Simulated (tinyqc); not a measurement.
# From phonon resistivity rho_ph back to Debye temperature Theta

Model: Bloch-Grueneisen resistivity of a metal. Computed by tinyqc, a small Python program. Command: `OMP_NUM_THREADS=1 python tinyqc.py 3015543 3015544 out.jsonl bg inv`. One thread of a shared host (Intel(R) Xeon(R) Processor @ 2.30GHz), about 0.01 s of CPU time with the checks.

Electrons scatter from a Debye spectrum of phonons (n = 5 for scattering within one band, n = 3 for scattering into a second, heavy band) and from static defects.

Inputs (values chosen for the exercise, modelled on copper):
```
quantity                      value  unit
exponent n                        5     -
transport coupling lambda_tr   0.12     -
Drude plasma energy hbar w_p    8.5    eV
temperature T                    77     K
```

Addition: none.

Constants: k_B = 1.380649e-23 J/K; hbar = 1.054571817e-34 J s; eps_0 = 8.8541878128e-12 F/m; hbar = 6.582119569e-16 eV s.

Method. rho_ph = (n - 1) rho_1 (T/Theta)^n J_n(Theta/T), with rho_1 = 2 pi lambda_tr k_B Theta/(hbar eps_0 w_p^2), the high-temperature line at T = Theta. J_n(y) = int_0^y x^n e^x/(e^x - 1)^2 dx, by 96 Gauss-Legendre points (upper limit at most 60).

Problem. A run gave the result below. Find the Debye temperature Theta, known to lie between 170 and 460 K.

phonon resistivity rho_ph = 0.2087123 microohm cm

Solution.

Each step takes the trial c = (a f_b - b f_a)/(f_b - f_a), f being the result less the target and a, b, c the logarithms of the listed values; c replaces end b, the old b replaces a if the sign of f changed, and otherwise f_a is halved.

Scan of the range:
```
Debye temperature Theta (K)  phonon resistivity rho_ph (microohm cm)
170                                                         0.397394
201                                                         0.360712
237                                                         0.317458
280                                                         0.267548
330                                                         0.214840
390                                                         0.161593
460                                                         0.113757
```

False position (Illinois rule, in the logarithm of the input) inside the bracket:
```
step    end a    end b    trial  phonon resistivity rho_ph (microohm cm)
1     330.000  390.000  336.406                                 0.208610
2     330.000  336.406  336.198                                 0.208811
3     336.406  336.198  336.300                                 0.208712
4     336.198  336.300  336.300                                 0.208712
```

Phonon resistivity rho_ph falls at every point of a 13-point scan of the range (every second point is shown), so one value fits; it is bracketed by 330 and 390. Answer: Debye temperature Theta = 336.3 K.
